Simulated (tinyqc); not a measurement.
Gated two-dimensional channel with two bands, quantum capacitance: one step of the calculation.

phi is the Fermi level above the lowest band edge, in volts; Vg is counted from the gate voltage at which an empty channel would have phi = 0. The channel has no thickness; trap charge is -q Dit phi.

Task. Gate capacitance. Cox = eps0 eox/tox.

Values chosen for this exercise: relative permittivity of the gate insulator (close to silicon dioxide) eox = 3.9; insulator thickness tox = 9.1 nm.

Constants: eps0 = 8.8541878128e-14 F/cm where lengths are in cm. Results are converted to the units shown.

Wanted: Cox.

Result.

Cox = 0.37947 uF/cm^2

Computed by the program tinyqc: `OMP_NUM_THREADS=1 python tinyqc.py 2200118 2200119 out.jsonl`, one thread of a shared Intel Xeon 2.30GHz, about 0.01 s for the whole run.
